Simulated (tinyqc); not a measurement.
Stretching the bonds: Weaire-Thorpe hybrids on a Bethe lattice: gap and dangling bond of an amorphous tetrahedral solid.

Parameters, chosen for this exercise (out of a larger set: of the size of tabulated hybrid energies for amorphous silicon; not measured data): V1 = 1.82 eV (coupling of two hybrids on one atom); V2 = 4.4 eV (coupling of the two hybrids of a bond).

V2 is scaled as (d0/d)^2 and V1 stays. Bound 2 V2 - 4 V1; tree V2 - 2 V1 + sqrt(V2^2 + 4 V1^2 - 2 sqrt3 V1 V2); a negative bound means that a network with rings may have no gap.

Against d/d0:
```
d/d0  V2 (eV)  V2/V1  bound (eV)  tree (eV)
0.96    4.774  2.623       2.269      3.572
0.98    4.581  2.517       1.883      3.255
1.00    4.400  2.418       1.520      2.967
1.02    4.229  2.324       1.178      2.704
1.04    4.068  2.235       0.856      2.465
1.07    3.843  2.112       0.406      2.150
1.10    3.636  1.998      -0.007      1.880
1.15    3.327  1.828      -0.626      1.515
```

What can be read from this table?

The bound falls by 176 meV for each per cent of stretch near d0 and vanishes at d/d0 = 1.099, inside the table. Weak, stretched bonds therefore put states closest to the edges, one origin of band tails.

(tinyqc, `OMP_NUM_THREADS=1 python tinyqc.py 1451571 1451572 out.jsonl`, Intel(R) Xeon(R) Processor @ 2.30GHz, 1 thread, shared host, about 0.03 s.)
